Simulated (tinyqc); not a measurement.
Comparisons within one model: optical transitions of a finite quantum well. A value that a table varies takes the place of the one given here.

Each carrier sees a square well of width L with its own depth V and masses m (inside), mb (outside); c = hbar^2/2m0, k = sqrt(m E/c), kappa = sqrt(mb (V - E)/c), and level n solves k L + 2 atan[(k/m)/(kappa/mb)] = n pi. The envelope is cos(kz) for odd n and sin(kz) for even n inside, joins exp(-kappa (|z| - L/2)) outside, and is normalised to 1. Excitons and band mixing are left out.

Constants: hbar^2/2m0 = 3.80998211 eV angstrom^2; e^2/(4 pi eps0) = 14.39964547 eV angstrom; hc = 1239.841984 eV nm.

Values chosen for the exercise (near those of an InGaAs well in InAlAs; shifted at random, so the results belong to these values and not to a real crystal): L = 107 angstrom (well width); Vc = 0.526 eV (conduction offset); me = 0.0411 m0 (electron, well); meb = 0.077 m0 (electron, barrier); eps = 10.8 (background dielectric constant); Nss = (0.097, 0.24, 0.48, 0.97, 1.5, 1.9, 2.9) x 1e12/cm^2 (sheet densities); Eg = 0.797 eV (gap of the well); Vv = 0.205 eV (valence offset); mh = 0.379 m0 (heavy hole along z, well); mhb = 0.409 m0 (heavy hole, barrier); ml = 0.0535 m0 (light hole along z, well); mlb = 0.0899 m0 (light hole, barrier); Ls = (25, 36, 46, 55, 69, 89, 136) angstrom (widths).

## Depolarisation shift

The collective line lies at E12 sqrt(1 + a), a = 8 pi q (n1 - n2) S/(eps E12), q = e^2/(4 pi eps0), S = integral over z of (integral up to z of psi_1 psi_2)^2. Zero temperature with the mass me in both subbands: n1 - n2 = Ns until Ns reaches D E12, D = me/(2 pi c), and D E12 beyond. 1e12/cm^2 = 1e-4/angstrom^2; exchange and the static band bending by the charge are left out.

Line position:

| Ns (1e12/cm^2) | n1 - n2 | a | line (meV) | shift (meV) |
|---|---|---|---|---|
| 0.097 | 0.097 | 0.0191 | 137.14 | 1.29 |
| 0.24 | 0.240 | 0.0473 | 139.02 | 3.18 |
| 0.48 | 0.480 | 0.0946 | 142.13 | 6.28 |
| 0.97 | 0.970 | 0.1912 | 148.26 | 12.42 |
| 1.5 | 1.500 | 0.2956 | 154.63 | 18.78 |
| 1.9 | 1.900 | 0.3745 | 159.26 | 23.42 |
| 2.9 | 2.332 | 0.4597 | 164.13 | 28.28 |

S = 7.990 angstrom
E12 = 135.85 meV

What can be read from the table?

The upward shift grows from 1.29 to 28.28 meV, 20.8 % of E12 at most. It stops moving once e2 starts to fill, at Ns = 2.33 e12/cm^2. For small a the shift is a E12/2, linear in Ns; in the last row that rule gives 31.22 meV. S/L = 0.0747, against 5/(9 pi^2) = 0.0563 for hard walls.

## Width of the well

Edge wavelength hc/(Eg + e1 + hh1), squared e1-hh1 overlap, lh1 - hh1, and the 1-2 intersubband energy with f_12 = (m1/c) E12 z_12^2, 1/m1 = <1|1/m|1> (dash: e2 unbound).

Results:

| L (angstrom) | edge (nm) | overlap^2 | lh1 - hh1 (meV) | E12 (meV) | f_12 |
|---|---|---|---|---|---|
| 25 | 1117.0 | 0.9415 | 68.2 | - | - |
| 36 | 1221.7 | 0.9531 | 61.1 | - | - |
| 46 | 1289.4 | 0.9604 | 52.8 | 371.1 | 0.717 |
| 55 | 1334.8 | 0.9656 | 46.0 | 325.8 | 0.946 |
| 69 | 1386.0 | 0.9719 | 37.3 | 251.8 | 0.976 |
| 89 | 1433.5 | 0.9783 | 28.2 | 178.3 | 0.972 |
| 136 | 1489.7 | 0.9870 | 16.4 | 93.5 | 0.964 |

How do the results move?

The edge tunes from 1117 to 1490 nm, towards hc/Eg = 1556 nm, while the overlap goes from 0.941 to 0.987. e2 binds at L = pi sqrt(c/(me Vc)) = 41.7 angstrom; f_12 starts from zero there and is 0.717 at 46 angstrom, the rest going to the continuum; among the widths listed it peaks at 0.976 (69 angstrom) and is 0.964 in the widest well, against 0.961 for hard walls.

## What each parameter does

Edge wavelength hc/(Eg + e1 + hh1), squared overlap of e1 and hh1, and the confinement energies. Each row changes one parameter from the base and keeps the others.

Results:

| case | edge (nm) | overlap^2 | e1 (meV) | hh1 (meV) |
|---|---|---|---|---|
| base | 1461.3 | 0.9825 | 44.7 | 6.7 |
| L = 118 angstrom | 1473.9 | 0.9844 | 38.6 | 5.6 |
| Eg = 0.813 eV | 1434.2 | 0.9825 | 44.7 | 6.7 |
| Vc = 0.605 eV | 1458.6 | 0.9860 | 46.3 | 6.7 |
| Vv = 0.164 eV | 1461.6 | 0.9862 | 44.7 | 6.5 |
| me = 0.0452 m0 | 1465.1 | 0.9859 | 42.5 | 6.7 |
| mh = 0.436 m0 | 1462.5 | 0.9787 | 44.7 | 6.0 |
| meb = 0.0924 m0 | 1464.5 | 0.9803 | 42.9 | 6.7 |

What does this show?

The largest shifts from the base row, up to three for each result and ties (the steps differ in size, so this ranks the rows, not the parameters). edge (nm): Eg -27.0, L +12.6, me +3.9. overlap^2: mh -0.0038, Vv +0.0037, Vc +0.0035, me +0.0035; unchanged at the printed digits by Eg. e1 (meV): L -6.2, me -2.2, meb -1.9; unchanged at the printed digits by Eg, Vv and mh. hh1 (meV): L -1.1, mh -0.7, Vv -0.2; unchanged at the printed digits by Eg, Vc, me and meb.

(tinyqc, `OMP_NUM_THREADS=1 python tinyqc.py 1250037 1250038 out.jsonl`, Intel(R) Xeon(R) Processor @ 2.30GHz, 1 thread, shared host, about 0.04 s.)
